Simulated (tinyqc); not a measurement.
# Surface potential of a MOS transistor: implicit equation and explicit approximations: what changes with what

p-type body, charge-sheet picture, depletion and inversion only, full ionisation (an idealisation for deep acceptors), Boltzmann statistics (rough once Na exp(x - xn) passes about Nc/7). In units of Vt: xg = (Vg - Vfb)/Vt, x = psi/Vt, G = gamma/sqrt(Vt), xn = (2 phiF + Vc)/Vt. The implicit equation is (xg - x)^2 = G^2 [x - 1 + exp(x - xn)] for x above about 3. Cox = eps0 eox/tox.

Parameters, values chosen for the exercise; band and dielectric values close to those of silicon:
- T = 400 K (temperature)
- Eg = 1.11 eV (band gap)
- eps_r = 11.5 (relative permittivity)
- Nc = 4.3e19 cm^-3 (conduction-band density of states at T)
- Nv = 4.05e19 cm^-3 (valence-band density of states at T)
- eox = 21.4 (relative permittivity of the gate insulator (close to hafnium oxide))
- tox = 3.6 nm (insulator thickness)
- Na = 1.7e17 cm^-3 (acceptor density)
- Vfb = -0.76 V (flat-band voltage)
- Vc = 0 V (channel-body voltage)
- Vg = 0.75 V (gate-body voltage)

Constants: q = 1.602176634e-19 C, kB = 1.380649e-23 J/K, Vt = kB T/q, eps0 = 8.8541878128e-14 F/cm where lengths are in cm. Results are converted to the units shown.

Each table varies one quantity; the others keep the values above.

## Accuracy of the approximations against gate voltage

ni = sqrt(Nc Nv) exp(-Eg/(2 Vt)), Eg in volts; phiF = Vt ln(Na/ni); gamma = sqrt(2 q eps0 eps_r Na)/Cox; VT = Vfb + Vt (xn + G sqrt(xn - 1)). Depletion value a = 1 + [sqrt(G^2/4 + xg - 1) - G/2]^2; inversion value b = xn + ln[(xg - xn)^2/G^2 - xn + 1] and first guess y = min(a, b) - ln(1 + exp(-|a - b|)) if a > xn + 1, else b = y = a; one second-order correction with D = exp(y - xn), p = 2 (xg - y) + G^2 (1 + D), w = (xg - y)^2 - G^2 (y - 1 + D): z = y + 2 w/(p + sqrt(p^2 - 2 (2 - G^2 D) w)), or the Newton step z = y + w/p where the root is not real. N_inv = (Cox Vt G/q) [sqrt(x - 1 + exp(x - xn)) - sqrt(x - 1)] at the root. Lambert form (Cox m Vt/q) W0[(G/(2 m sqrt(xn - 1))) exp((Vg - VT)/(m Vt))], m = 1 + G/(2 sqrt(xn - 1)). Errors under 1e-4 mV, and the linear form below VT, are printed as 0.

Results:
```
Vg (V)	psi (V)	x - xn	error of y (mV)	error of z (mV)	N_inv (cm^-2)	Cox (Vg - VT)/q (cm^-2)	Lambert form (cm^-2)
-0.39	0.3451	-11.19	0	0	6.307e5	0	3.975e5
0.01	0.7317	0.03132	0.917	0	3.092e10	6.733e10	3.132e10
0.21	0.8834	4.432	33.3	7.60	1.491e12	6.638e12	1.856e12
0.41	0.9539	6.477	49.0	21.1	5.690e12	1.321e13	6.899e12
0.61	0.9931	7.616	36.8	13.3	1.094e13	1.978e13	1.275e13
0.81	1.019	8.381	29.2	9.02	1.663e13	2.635e13	1.887e13
1.01	1.039	8.950	24.4	-7.34	2.254e13	3.292e13	2.511e13
1.21	1.055	9.402	20.9	-2.84	2.858e13	3.949e13	3.142e13
```

Estimate the missing row, Vg = -0.19 V.

Computed row:
```
Vg (V)	psi (V)	x - xn	error of y (mV)	error of z (mV)	N_inv (cm^-2)	Cox (Vg - VT)/q (cm^-2)	Lambert form (cm^-2)
-0.19	0.5382	-5.581	3.97e-3	0	1.345e8	0	1.131e8
```

With this row back in the table: psi rises from 0.345 to 1.05 V and ends 9.4 Vt above 2 phiF + Vc. Among the rows the first guess is off by at most 49 mV (at Vg = 0.41 V) and the corrected value by at most 21 mV. In the last row the linear form is 38 % above N_inv and the Lambert form 9.9 % above it; in the first row the Lambert form is 37 % below it. For Vg = 0.21, 0.41, 0.61, 0.81, 1.01, 1.21 the electron quasi-Fermi level lies less than 2 Vt below the band edge at the surface, or above it, where degeneracy and confinement, left out, matter.

## Effect of the channel-body voltage at fixed gate voltage

Same model as above.

Effect of the channel-body voltage at fixed gate voltage:
```
Vc (V)	psi (V)	x - xn	error of y (mV)	error of z (mV)	N_inv (cm^-2)	Cox (Vg - VT)/q (cm^-2)	Lambert form (cm^-2)
0	1.012	8.177	31.1	10.0	1.489e13	2.438e13	1.702e13
0.2	1.183	7.324	40.0	15.2	9.165e12	1.764e13	1.070e13
0.4	1.337	5.983	51.6	22.5	4.011e12	1.092e13	4.805e12
0.6	1.442	3.240	11.3	-0.0726	4.795e11	4.219e12	5.391e11
0.8	1.457	-2.148	0.0740	0	2.477e9	0	2.416e9
1	1.457	-7.948	2.24e-4	0	7.503e6	0	6.830e6
1.2	1.457	-13.75	0	0	2.267e4	0	1.932e4
1.4	1.457	-19.55	0	0	68.47	0	54.80
```

Read the table: what changes, and by how much?

As Vc goes from 0 to 1.4, psi rises from 1.01 to 1.46 V, x - xn falls from 8.18 to -19.6 and N_inv falls from 1.49e13 to 68.5 cm^-2. The Lambert form lies between 0.800 and 1.20 times N_inv. psi follows Vc only while the surface is inverted; once x falls below xn it settles at the depletion value. For Vc = 0, 0.2, 0.4 the electron quasi-Fermi level lies less than 2 Vt below the band edge at the surface, or above it, where degeneracy and confinement, left out, matter.

Program tinyqc, `OMP_NUM_THREADS=1 python tinyqc.py 2122058 2122059 out.jsonl`; Intel Xeon 2.30GHz, shared host, one thread, about 0.01 s.
